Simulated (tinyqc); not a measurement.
Inside a calculation. Model: size effects in the resistivity of thin metal films and interconnect lines. Computed by tinyqc, a small Python program that keeps every step. Command: `OMP_NUM_THREADS=1 python tinyqc.py 3008563 3008564 out.jsonl size walk`. One thread of a shared host (Intel(R) Xeon(R) Processor @ 2.30GHz), about 0.01 s of CPU time with the checks. Intermediate numbers are printed to about 7 digits and carried at full precision; extremes and crossings named in words are read from the listed rows.

Electrons lose their drift at surfaces (a share 1 - p of the hits) and at grain boundaries (reflection R), besides bulk scattering.

Inputs (values chosen for the exercise, modelled on iridium): bulk resistivity rho_b = 5.38 microohm cm; bulk mean free path lambda = 7.37 nm; specularity p = 0; grain-boundary reflection R = 0.37; film thickness h = 12 nm; grain size over thickness = 0.56.

Geometry: film.

## Grain size

D = (ratio) h.

grain size D = 6.72 nm

## Grain boundaries

Mayadas-Shatzkes: alpha = (lambda/D) R/(1 - R); rho_b/rho = 1 - 3 alpha/2 + 3 alpha^2 - 3 alpha^3 ln(1 + 1/alpha).

alpha = 0.6441090

rho/rho_b from grains = 1.896721

The linear estimate 1 + 3 alpha/2 gives 1.966, 4 % high; at large alpha the slope is 4/3.

## Surfaces

Fuchs-Sondheimer film: rho_b/rho = 1 - (3/(2 kappa))(1 - p) int_0^1 (s - s^3)(1 - exp(-kappa/s))/(1 - p exp(-kappa/s)) ds, f = rho/rho_b, kappa = thickness/lambda, 80 Gauss-Legendre points.

kappa = h/lambda = 1.628223

rho/rho_b from surfaces = 1.276215

The thick-film form 1 + 3 (1 - p)/(8 kappa) gives 1.230, a deviation of -3.6 %.

## Resistivity of the film

Both together (Mayadas-Shatzkes film): rho_b/rho = (rho_b/rho of the grains alone) - (6/(pi kappa))(1 - p) int_0^(pi/2) dphi int_0^1 ds (cos^2 phi/H^2)(s - s^3)(1 - exp(-kappa H/s))/(1 - p exp(-kappa H/s)), H = 1 + alpha/(cos phi sqrt(1 - s^2)), 40 x 80 Gauss-Legendre points. Sheet resistance rho/h; additive estimate rho_b (f_surface + f_grain - 1).

resistivity rho = 11.49509 microohm cm

sheet resistance = 9.579243 ohm

additive estimate = 11.69039 microohm cm

error of the additive estimate = 1.699011 %

Adding the two excesses (Matthiessen's rule) is 1.7 % high.

## Exact and approximate surface terms

Thick-film form 1 + 3 (1 - p)/(8 kappa); thin-film form (4/3)((1 - p)/(1 + p))/(kappa ln(1/kappa)).

Rho/rho_b:
```
kappa        h (nm)     exact  thick-film form  thin-film form
0.01   7.370000e-02  26.48360          38.5000        28.95297
0.02   1.474000e-01  15.33292          19.7500        17.04148
0.05   3.685000e-01   7.72766           8.5000         8.90155
0.1    7.370000e-01   4.78166           4.7500         5.79059
0.2    1.474000e+00   3.09586           2.8750         4.14223
0.5    3.685000e+00   1.91615           1.7500               -
1      7.370000e+00   1.46229           1.3750               -
2      1.474000e+01   1.22084           1.1875               -
5      3.685000e+01   1.08102           1.0750               -
10     7.370000e+01   1.03896           1.0375               -
```

The thick-film form is within 5 % down to kappa = 2; at kappa = 0.01 it is 1.45 times the exact value and the thin-film form 1.09 times. The resistivity doubles between 1.47 and 3.69 nm. Rows thinner than about 5 nm only illustrate the formulas.

Checks made by the program: grain-boundary formula against its angular integral 3 int_0^1 c^3/(c + alpha) dc (relative difference below 1e-10); combined formula at alpha -> 0 against Fuchs-Sondheimer (relative difference 1e-07).
